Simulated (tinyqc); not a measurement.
Size effects in the resistivity of thin metal films and interconnect lines: one step, computed by the program tinyqc.

Electrons lose their drift at surfaces (a share 1 - p of the hits) and at grain boundaries (reflection R), besides bulk scattering. The line sits in a trench with a non-conducting liner on both walls and the bottom; the spacing equals the drawn width.

Question. Resistance and delay. Total: rho = rho_b [1 + surface excess + grain excess]; resistance per length rho/(w_m h_m); capacitance per length C = 2 k eps_0 (aspect ratio + 1/2), a parallel-plate estimate for two neighbours plus a fixed term for the planes above and below; delay 0.38 R C L^2; effective resistivity per drawn area.

Inputs (values chosen for the exercise, modelled on tungsten):
```
quantity,value,unit
bulk resistivity rho_b,5.16,microohm cm
aspect ratio (height over width),1.4,-
line length,51,micrometre
permittivity of the dielectric k,3.8,-
```

Geometry: line.

rho/rho_b from surfaces = 1.161934

rho/rho_b from grains = 1.309620

metal width w_m = 20 nm

metal height h_m = 31.6 nm

share of the trench filled by metal = 78.37302 %

Constants: eps_0 = 8.8541878128e-12 F/m.

Give: resistivity rho; resistance per length; capacitance per length; RC delay; effective resistivity per drawn area.

Answer.

resistivity rho = 7.593 microohm cm

resistance per length = 120.1 ohm/micrometre

capacitance per length = 0.1279 fF/micrometre

RC delay = 15.18 ps

effective resistivity per drawn area = 9.689 microohm cm

Of the factor 1.88 over bulk, scattering gives 1.47 and the liner 1.28; within scattering, grain boundaries outweigh surfaces (0.31 against 0.16, grains first).
